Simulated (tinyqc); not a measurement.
Worked calculation: bound state in one dimension: Numerov shooting, finite differences, DVR. Computed by tinyqc, a small Python program that keeps every step. Settings: points = 64. Command: `OMP_NUM_THREADS=1 python tinyqc.py 29990 29991 out.jsonl` (the two numbers bound the seeds that draw the settings). One thread of a shared host (Intel(R) Xeon(R) Processor @ 2.60GHz), about 0.01 s of CPU time with the checks.

## Numerov steps at E = 0.1

One particle of mass 1 in V = 0.63^2 x^2/2 + 0.14 x^4 (atomic units), psi = 0 at both ends:
```
parameter                 value
left end              -4.500000
right end              4.500000
intervals                    64
h                      0.140625
state sought (nodes)          1
```

k_i = 2 m (E - V_i); (1 + h^2 k_(i+1)/12) y_(i+1) = 2 (1 - 5 h^2 k_i/12) y_i - (1 + h^2 k_(i-1)/12) y_(i-1), from y_0 = 0, y_1 = 0.001.

Points along the way:
```
i           x          V            k             y
0   -4.500000  61.427363  -122.654725      0.000000
1   -4.359375  54.333456  -108.466912      0.001000
2   -4.218750  47.878876   -95.557753      0.004495
3   -4.078125  42.023547   -83.847094      0.017693
4   -3.937500  36.728705   -73.257411      0.063743
5   -3.796875  31.956903   -63.713806      0.211384
21  -1.546875   1.276439    -2.352879   7580.964478
22  -1.406250   0.939935    -1.679870   9873.201968
23  -1.265625   0.677088    -1.154177  12491.917898
24  -1.125000   0.475416    -0.750832  15394.613846
25  -0.984375   0.323750    -0.447500  18525.214020
26  -0.843750   0.212234    -0.224469  21819.549244
```

## Bisection on the node count

With more sign changes than the state has nodes (the last point included) the energy is too high, else too low; the bracket starts as 0.1 to 12.

Trials:
```
trial           E  sign changes  y at the right end   next
1      6.05000000             5           -4.00e+06  lower
2      3.07500000             3           -3.09e+08  lower
3      1.58750000             2            1.51e+09  lower
4      0.84375000             1           -3.25e+10  raise
5      1.21562500             1           -1.01e+10  raise
6      1.40156250             1           -2.56e+09  raise
7      1.49453125             1           -1.49e+08  raise
8      1.54101562             2            7.65e+08  lower
9      1.51777344             2            3.31e+08  lower
10     1.50615234             2            9.65e+07  lower
11     1.50034180             1           -2.49e+07  raise
12     1.50324707             2            3.62e+07  lower
13     1.50179443             2            5.72e+06  lower
14     1.50106812             1           -9.57e+06  raise
...           ...           ...                 ...    ...
29     1.50152231             2            3.25e+02  lower
30     1.50152230             2            9.21e+01  lower
31     1.50152229             1           -2.45e+01  raise
```

eigenvalue = 1.50152229 hartree

## The same grid by other methods

Three-point finite differences and the sine-DVR kinetic matrix of Colbert and Miller on the same points.

Lowest levels (hartree):
```
state  finite differences       DVR
0                0.447472  0.448140
1                1.497093  1.501540
2                2.789204  2.803592
3                4.235878  4.268727
```
